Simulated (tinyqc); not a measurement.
# Gate-all-around wire with two subbands, quantum capacitance: effect of the gate voltage

phi is the Fermi level above the lowest subband edge, in volts; Vg is counted from the gate voltage at which an empty wire would have phi = 0. Both directions of motion are filled (equilibrium).

N1 = gv sqrt(2 md m0 kB T/(pi hbar^2)); n1 = N1 F(phi/Vt), n2 = g2 N1 F((phi - E2)/Vt), n = n1 + n2, F(e) = (1/sqrt(pi)) int_0^infinity u^(-1/2) du/(1 + exp(u - e)); Cq = q dn/dphi = (q N1/Vt) [F'(phi/Vt) + g2 F'((phi - E2)/Vt)]. Cox = 2 pi eps0 eox/ln(1 + tox/rw) per length; Vg = phi + q n/Cox. 1/C_G = 1/Cox + 1/(Cq); dphi/dVg = Cox/(Cox + Cq).

Values chosen for this exercise:
- T = 300 K (temperature)
- eox = 3.9 (relative permittivity of the gate insulator (close to silicon dioxide))
- tox = 14 nm (insulator thickness)
- md = 0.02 m0 (mass along the wire)
- gv = 1 (valley degeneracy)
- E2 = 0.26 eV (second subband above the first)
- g2 = 2 (orbital degeneracy of the second subband)
- rw = 4.3 nm (radius of the wire)

Constants: q = 1.602176634e-19 C, kB = 1.380649e-23 J/K, hbar = 1.054571817e-34 J s, m0 = 9.1093837015e-31 kg, Vt = kB T/q, eps0 = 8.8541878128e-14 F/cm where lengths are in cm. Results are converted to the units shown.

The same in every row: Cox (pF/cm) = 1.498.

Effect of the gate voltage:
```
Vg (V)   phi (V)  n (cm^-1)  Cq (pF/cm)  C_G (pF/cm)  dphi/dVg  share of the second band (%)
-0.2     -0.2000      286.6    0.001776     0.001773    0.9988                      0.008577
0       -0.02275    2.127e5       1.038       0.6131    0.5908                       0.01099
0.2      0.07356    1.182e6       1.507       0.7514    0.4985                       0.08201
0.4       0.1835    2.024e6       1.284       0.6913    0.5385                         3.256
0.6       0.2613    3.167e6       3.876        1.080    0.2788                         25.88
0.8       0.3138    4.546e6       4.036        1.093    0.2707                         43.32
1         0.3741    5.852e6       2.969       0.9957    0.3353                         51.88
1.2       0.4473    7.038e6       2.314       0.9093    0.3930                         56.23
1.4       0.5303    8.132e6       1.949       0.8469    0.4347                         58.74
1.6       0.6206    9.158e6       1.709       0.7983    0.4671                         60.35
```

Read the table: what changes, and by how much?

As Vg goes from -0.2 to 1.6, Cq moves up and down between 0.00178 and 4.04 pF/cm, C_G/Cox moves up and down between 0.00118 and 0.729 and n rises from 287 to 9.16e6 cm^-1. Cq is below Cox for Vg = -0.2, 0, 0.4; there the density of states limits the response dn/dVg more than the insulator does. The peak of Cq mirrors the inverse-square-root peak of the density of states at a subband edge. For Vg = 0.8, 1, 1.2, 1.4, 1.6 phi exceeds 0.3 V, where non-parabolicity and further bands matter for so light a mass.

Computed by the program tinyqc: `OMP_NUM_THREADS=1 python tinyqc.py 2200066 2200067 out.jsonl`, one thread of a shared Intel Xeon 2.30GHz, about 0.01 s for the whole run.
